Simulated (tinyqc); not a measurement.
n-type polysilicon, carrier trapping at grain boundaries: one step of the calculation.

One-dimensional grains of size Lg, uniform ionised doping N, monovalent traps Qt at each boundary at a depth Et below (for electrons) or above (for holes) the band edge there, abrupt depletion of width W on each side of a boundary, Boltzmann statistics. xi is the distance from the band edge at the grain centre to the Fermi level. Trapped charge Qt/(1 + exp((xi + VB - Et)/Vt)) = 2 N W, barrier VB = q N W^2/(2 eps0 eps_r).

Task. Depletion width, Fermi level and barrier. If the trap equation with xi = Vt ln(NB/N) has a root W < Lg/2, the grain is partly depleted; otherwise W = Lg/2 and the trap equation gives xi = Et - VB + Vt ln(Qt/(N Lg) - 1). N* = Qt/Lg.

Values chosen for this exercise; values of the order met in polycrystalline silicon:
```
symbol   value   unit                                                              meaning
T          300      K                                                          temperature
eps_r     11.7                                                       relative permittivity
NB      2.8e19  cm^-3                               conduction-band density of states at T
Lg          69     nm                                                           grain size
Qt      9.3e11  cm^-2                                     trap density of a grain boundary
Et        0.33     eV  depth of the trap level from the majority band edge at the boundary
N       4.3e16  cm^-3                                                               doping
```

Constants: q = 1.602176634e-19 C, kB = 1.380649e-23 J/K, Vt = kB T/q, eps0 = 8.8541878128e-14 F/cm where lengths are in cm. Results are converted to the units shown.

Give: N*; W; xi; VB; share of traps filled.

Result.

N* = 1.3478e17 cm^-3
W = 34.500 nm
xi = 0.31002 V
VB = 0.039578 V
share of traps filled = 0.31903

N is 0.319 N*, and the grain is fully depleted; VB = 1.53 Vt.

Computed by the program tinyqc: `OMP_NUM_THREADS=1 python tinyqc.py 2830166 2830167 out.jsonl`, one thread of a shared Intel Xeon 2.30GHz, about 0.01 s for the whole run.
